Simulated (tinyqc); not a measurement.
# Worked calculation: ellipsometry and reflectance of a transparent film on an absorbing substrate

Program tinyqc, `OMP_NUM_THREADS=1 python tinyqc.py 2870197 2870198 out.jsonl`; Intel Xeon 2.30GHz, shared host, one thread, about 0.01 s. Printed values are rounded.

Air (index 1), film, substrate with N2 = n2 - i k2; time factor exp(+i w t). q_j = sqrt(N_j^2 - sin^2 th), root with positive real part. Fresnel coefficients r_s = (q_a - q_b)/(q_a + q_b), r_p = (N_b^2 q_a - N_a^2 q_b)/(N_b^2 q_a + N_a^2 q_b). tan(Psi) exp(i Delta) = R_p/R_s, Delta taken from 0 to 360 degrees.

Inputs (values chosen for the exercise); indices close to those of titanium dioxide on silicon:
```
symbol   value     unit                                  meaning
lam        800       nm                               wavelength
th          70  degrees                       angle of incidence
n1       2.381                     index of the transparent film
d          150       nm                           film thickness
n2       3.692                            index of the substrate
k2      0.0065           extinction coefficient of the substrate
```

## Interface coefficients and thickness period

q0, q1, q2 and the coefficients r01 and r12 for p and s; the results repeat in d with the period lam/(2 q1).

q0 = 0.342020
q1 = 2.18772
q2 = 3.57041-0.00672i
r01,p = -0.0602801
r01,s = -0.729601
r12,p = 0.191351-0.000789i
r12,s = -0.240129+0.000887i
period = 182.838 nm

## Psi, Delta and reflectances

beta = 2 pi d q1/lam, X = exp(-2 i beta), R = (r01 + r12 X)/(1 + r01 r12 X) for p and s.

beta = 2.57735 rad
X = 0.428033+0.903763i
R_p = 0.020634+0.173678i
R_s = -0.787240-0.085729i
Psi = 12.4545 degrees
Delta = 257.010 degrees
|R_p|^2 = 0.0305896
|R_s|^2 = 0.627096

The bare substrate gives Psi = 9.129 and Delta = 179.67 degrees.
